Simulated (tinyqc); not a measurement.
Transmission against field: band-to-band tunnelling across a p-n junction in a two-band chain.

Sites alternate A at -Eg/2 and C at +Eg/2 with hopping -t; near the edges, with k counted from the zone boundary pi/a, E^2 = (Eg/2)^2 + (t a k)^2, so t = sqrt(c Eg/m)/a gives the mass m, c = hbar^2/2m0. In the gap cosh(q a) = 1 + (Eg^2/4 - e^2)/(2 t^2), e the energy from the local mid-gap. The potential is V0 = Eg + ov on the p side (left), 0 on the n side, and falls linearly over the 2N sites of the junction, V_j = V0 (1 - j/(2N + 1)), j = 1 to 2N, site 1 being A. E = Eg/2 + x ov. A half chain that ends on a site of level e1 with neighbour e2 has g = (1 + z)/(E - e1), z = exp(-/+ i k a) the root with Im g < 0, cos(k a) = (E - e1)(E - e2)/(2 t^2) - 1. S_L = t^2 g (ending on C, shifted by V0), S_R = t^2 g (starting on A). T = 4 Im(S_L) Im(S_R) |G_(1,2N)|^2.

Constants: hbar^2/2m0 = 3.80998211 eV angstrom^2.

Inputs chosen for the exercise (gap and mass near those of InGaAs; shifted at random, so the results belong to these values and not to a real crystal):
- Eg = 0.782 eV (gap)
- m = 0.0404 m0 (mass of electron and light hole)
- a = 6 angstrom (period (two sites))
- ov = 0.45 eV (overlap: top of the valence band on the p side above the conduction edge on the n side)
- x = 0.47 (energy above the n-side conduction edge, as a share of ov)

N is varied at fixed V0 and E. WKB: exp(-2 I/F) with I = pi Eg^2/(8 t a), F = V0/((2N + 1) a/2); this is the Landau-Zener result for a uniform field.

Against N:
```
N   F (MV/cm)  exponent  T, chain    T, WKB  ratio
5       3.733     1.498     0.298     0.224  1.331
8       2.416     2.315     0.142    0.0987  1.442
12      1.643     3.405    0.0458    0.0332  1.379
18      1.110     5.039   0.00772   0.00648  1.191
26      0.775     7.218  0.000741  0.000733  1.010
38      0.533    10.486  2.54e-05  2.79e-05  0.909
55      0.370    15.117  2.64e-07  2.72e-07  0.970
80      0.255    21.926  3.35e-10  3.00e-10  1.115
```

T falls from 0.298 at 3.73 to 3.35e-10 at 0.26 MV/cm. ln T against 1/F has slope -5.493 MV/cm between the rows N = 38 and 80, against -2I = -5.593. The ratio to WKB stays between 0.91 (N = 38) and 1.44 (N = 8): the exponent decides, and the ratio holds the reflections where the field begins and ends and the lattice correction to q, which scales the exponent and so grows with N.

Program tinyqc; command `OMP_NUM_THREADS=1 python tinyqc.py 1452153 1452154 out.jsonl`; about 0.01 s on one thread of a shared Intel(R) Xeon(R) Processor @ 2.30GHz.
